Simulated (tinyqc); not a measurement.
Comparisons within one model: thin (001) film in sp3s* tight binding with raised dangling bonds. A value that a table varies takes the place of the one given here.

Planes alternate anion (a), cation (c) along [001], a/4 apart, starting with an anion; zero in-plane momentum; levels counted from the bulk Ev, the lower root of [[Epa, Vxx], [Vxx, Epc]]; no spin-orbit coupling. Block of s, pz, s*: from an anion to the cation above, Vss/2 (s,s), Vsapc/2 (s,z), -Vscpa/2 (z,s), Vxx/2 (z,z), Vxapc/2 (s*,z), -Vpaxc/2 (z,s*); to the cation below the same with the s-z and s*-z signs reversed. Block of u = (px + py)/sqrt2 and v = (px - py)/sqrt2: to the cation above (Vxx + Vxy)/2 for u and (Vxx - Vxy)/2 for v, to the cation below the reverse. Each surface atom has two dangling sp3 hybrids; raising both by dl adds (dl/2) [[1, t], [t, 1]] to its s, pz levels (t = -1 at the bottom face, +1 at the top) and dl to the one of u, v in whose plane the missing bonds lie (v for a bottom anion or a top cation, u for a top anion).

Values chosen for the exercise (near a published set for Si, fitted to gaps, whose masses and valley positions are rough; not measured data): p = (-4.215, 1.713, -4.215, 1.713, 6.682, 6.682, -8.291, 1.702, 4.573, 5.762, 5.762, 5.393, 5.393) eV (order Esa, Epa, Esc, Epc, Exa, Exc, Vss, Vxx, Vxy, Vsapc, Vscpa, Vxapc, Vpaxc); Nw = 29 (planes in the thicker film); a = 5.431 angstrom (lattice constant); dp = 30 eV (value of dl for the passivated films); Ns = (7, 11, 18, 21, 27, 32, 51, 63) (numbers of planes); N0 = 16 (first number of planes).

## States in the gap of a film

edges (eV): Gamma 3.40400, Delta 1.15686

Levels between 0 and the lower bulk edge, the largest weight on the two outer planes of both faces among them, and the nearest levels outside, for several shifts dl.

Film of Nw planes:
```
dl (eV)  levels in the gap       at (eV)  surface weight  next above (eV)  next below (eV)
0                        2  0.269, 0.286            0.69           1.1876          -0.0569
1                        2  0.733, 0.736            0.81           1.1876          -0.0554
2                        1         1.152            0.32           1.1699          -0.0546
3                        0             -               -           1.1825          -0.0540
5                        0             -               -           1.1857          -0.0533
10                       0             -               -           1.1868          -0.0525
30                       0             -               -           1.1872          -0.0518
100                      0             -               -           1.1874          -0.0514
```

Can the levels of the bare film be read as confined subbands?

No: with bare surfaces (dl = 0) 2 levels lie in the bulk gap, with up to 69 % of the weight on the four outer planes, two a face, where an even spread gives 14 %; these are dangling-bond states, not subbands. The reruns show the bulk gap clear from dl = 3 eV on, and at dl = 30 eV the next level above lies -0.1 meV from its value at 100 eV.

## Gap against thickness

Passivated films (finite dp, so levels can still be some meV from their limit), thickness N a/4. Highest level below mid-gap (either block) and the two lowest above it. The exponents are -d ln(shift)/d ln N between the sixth and the last film, for the valence level and for the mean of the two conduction levels.

Levels (eV):
```
N   thickness (angstrom)      Ev1     Ec1     Ec2     gap
7                   9.50  -0.5239  1.5651  1.5821  2.0890
11                 14.94  -0.2688  1.3278  1.3664  1.5965
18                 24.44  -0.1080  1.2320  1.2334  1.3400
21                 28.51  -0.0920  1.2130  1.2140  1.3050
27                 36.66  -0.0589  1.1908  1.1930  1.2497
32                 43.45  -0.0405  1.1819  1.1823  1.2224
51                 69.25  -0.0181  1.1670  1.1670  1.1851
63                 85.54  -0.0121  1.1634  1.1637  1.1756
```

exponents: valence 1.78, conduction 1.95

The gap is 2.089 eV at 9.5 angstrom and 1.176 eV at 85.5, against 1.157 eV in the bulk along this line. At 21 planes the conduction side gives 56 meV of the widening and the valence side 92 meV. A hard-walled parabolic band has exponent 2; departures come from the offset between N a/4 and the effective width, from non-parabolicity and from the termination (odd and even N end differently: in the direction of the bond rows at the two faces and, in a compound, in the kind of atom), which also makes single steps in N uneven. Ec1 and Ec2 are the doublet of the two Delta valleys along the normal.

## Valley splitting plane by plane

kz of the minimum = 0.72903 2 pi/a

Ten passivated films from N0 planes on; the phase is N pi k0/2 modulo pi, k0 the position of the bulk minimum.

Lowest doublet:
```
N   phase/pi  mean shift (meV)  splitting (meV)
16     0.832             94.85            9.329
17     0.197             84.79           11.496
18     0.561             75.89            1.392
19     0.926             68.67            7.390
20     0.290             62.29            6.323
21     0.655             56.67            0.999
22     0.019             51.97            5.545
23     0.384             47.68            3.263
24     0.748             43.93            1.924
25     0.113             40.68            3.989
```

The splitting ranges from 1.00 meV (N = 21) to 11.50 meV (N = 17), while the mean shift goes from 95 to 41 meV and falls steadily. The splitting changes direction 6 times in these ten films, and one plane more changes it by up to 10.10 meV: it hangs on the phase between the two faces, which is why atomic steps matter.

## What each change does

A film of Nw planes with shift dp: highest level below mid-gap (half the lower bulk edge) and the two lowest above. Each row changes one parameter from the base and keeps the others.

Results:
```
case        Ev1 (eV)  Ec1 (eV)  Ec2 (eV)
base         -0.0518    1.1872    1.1875
Nw = 30      -0.0454    1.1845    1.1865
dp = 60 eV   -0.0515    1.1873    1.1875
```

The largest shifts from the base row, up to three for each result and ties (the steps differ in size, so this ranks the rows, not the parameters). Ev1 (eV): Nw +0.0063, dp +0.0002. Ec1 (eV): Nw -0.0028, dp +0.0001. Ec2 (eV): Nw -0.0011; unchanged at the printed digits by dp. An odd change of Nw also changes which atoms end the film, so levels need not move as thickness alone would move them; the row for dp shows how far the passivation is from converged.

(tinyqc, `OMP_NUM_THREADS=1 python tinyqc.py 1450755 1450756 out.jsonl`, Intel(R) Xeon(R) Processor @ 2.30GHz, 1 thread, shared host, about 0.4 s.)
